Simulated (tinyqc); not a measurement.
Input admittance of a MOSFET at zero drain bias: distributed channel and distributed gate: two steps of the calculation.

Source and drain grounded, strong inversion, w = 2 pi f, Cox = eps0 eox/tox. The channel is an RC line of resistance 1/(mu Cox Vo) per square fed from both ends, so one finger has the intrinsic admittance y = i w Cox L tanh(g)/g per width, g = (1/2) sqrt(i w tau), tau = L^2/(mu Vo). The vertical resistance rv/L is in series with y, the overlaps 2 i w Cov in parallel: y_t = 1/(1/y + rv/L) + 2 i w Cov. The gate strip is a line of Rsh/L per length loaded by y_t, so a finger has Y = y_t Wf tanh(k)/k, k = (Wf/sd) sqrt(y_t Rsh/L); the device has Nf Y.

Parameters, values chosen for the exercise; values of the order met in silicon radio-frequency transistors:

| symbol | value | unit | meaning |
|---|---|---|---|
| eox | 7.58 |  | relative permittivity of the gate insulator (close to silicon nitride) |
| tox | 13 | nm | insulator thickness |
| L | 1.5 | um | channel length |
| Wf | 0.93 | um | finger width |
| Nf | 8 |  | number of fingers |
| mu | 300 | cm^2/(V s) | channel mobility |
| Vo | 0.53 | V | gate overdrive |
| Rsh | 30 | ohm/square | sheet resistance of the gate |
| rv | 6.7 | ohm um^2 | vertical resistivity of the gate stack |
| sd | 1 |  | number of ends at which a finger is contacted |
| Cov | 0.4 | fF/um | overlap and fringe capacitance on each side |
| f | 13 | GHz | frequency |

Constants: eps0 = 8.8541878128e-14 F/cm where lengths are in cm. Results are converted to the units shown.

Question 1. Low-frequency resistances and capacitance. Low-frequency limits, with c = Cox L and ct = c + 2 Cov: R_strip = Rsh Wf/(3 sd^2 L Nf), R_ch = (c/ct)^2 L/(12 mu Cox Vo Wf Nf), R_vert = (c/ct)^2 rv/(L Wf Nf), C = ct Wf Nf.

Find: parts; sum; C; 1/(2 pi R C).

Answer 1.

parts (ohm): strip 0.77500, channel 168.14, vertical 0.49320
sum = 169.41 ohm
C = 63.567 fF
1/(2 pi R C) = 14.779 GHz

The channel term is the largest, 99.3 % of the sum.

Question 2. Admittance of the channel and stack per width. tau, g, c = Cox L, y and y_t as defined.

Wanted: tau; g; c; y; y_t.

Answer 2.

tau = 141.51 ps
g = 1.2020+1.2020i
c = 7.7440 fF/um
y = 261.88+335.02i uS/um
y_t = 262.07+399.58i uS/um

w tau = 11.6, and Im y is 0.530 of w c.

Program tinyqc, `OMP_NUM_THREADS=1 python tinyqc.py 2262249 2262250 out.jsonl`; Intel Xeon 2.30GHz, shared host, one thread, about 0.01 s.
